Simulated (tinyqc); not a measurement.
Thermoelectric coefficients with energy filtering, Landauer integrals: one step of the calculation.

Bulk parabolic band, x = (E - Ec)/kB T, C = hbar^2/(2 m0), kB T in eV. Modes per area gv m kB T x/(4 pi C) times the back-scattering length l0 x^rr give the transport function s0 X(x), s0 = (2 q^2/h) gv m kB T l0/(4 pi C), X = x^(1 + rr), multiplied by tb for x < xb. I_k = int X (x - eta)^k w dx, w = 1/(4 cosh^2((x - eta)/2)).

Question. The three integrals on a coarse grid. Simpson's rule on nE equally spaced points from xa to xe.

Values chosen for this exercise:

| symbol | value | unit | meaning |
|---|---|---|---|
| rr | 0 |  | energy exponent of that length |
| eta | 5.9 |  | reduced Fermi level (EF - Ec)/kB T |
| xb | 4.4 |  | barrier height over kB T, above Ec |
| tb | 0.2 |  | share of the transport function left below the barrier |
| xa | 0 |  | lower end of the grid |
| xe | 16 |  | upper end of the grid |
| nE | 17 |  | points of the grid |

Find: x; X; w; X w; I_0, I_1, I_2 on this grid.

Answer.

```
point,x,X,w,X w
0,0.000,0,0.0027245,0
1,1.000,0.20000,0.0073369,0.0014674
2,2.000,0.40000,0.019447,0.0077787
3,3.000,0.60000,0.049434,0.029660
4,4.000,0.80000,0.11318,0.090544
5,5.000,5.0000,0.20550,1.0275
6,6.000,6.0000,0.24938,1.4963
7,7.000,7.0000,0.18737,1.3116
8,8.000,8.0000,0.097195,0.77756
9,9.000,9.0000,0.041249,0.37124
10,10.000,10.000,0.016037,0.16037
11,11.000,11.000,0.0060231,0.066254
12,12.000,12.000,0.0022328,0.026794
13,13.000,13.000,8.2375e-4,0.010709
14,14.000,14.000,3.0335e-4,0.0042470
15,15.000,15.000,1.1164e-4,0.0016746
16,16.000,16.000,4.1076e-5,6.5722e-4
```

I_0, I_1, I_2 on this grid: [5.4694, 4.2989, 16.827]

Range of the model: Parabolic bands, elastic scattering and a fixed kL make these model figures, not those of a material.

tinyqc, about 0.02 s, one thread, Intel Xeon 2.30GHz (shared host): `OMP_NUM_THREADS=1 python tinyqc.py 2800044 2800045 out.jsonl`
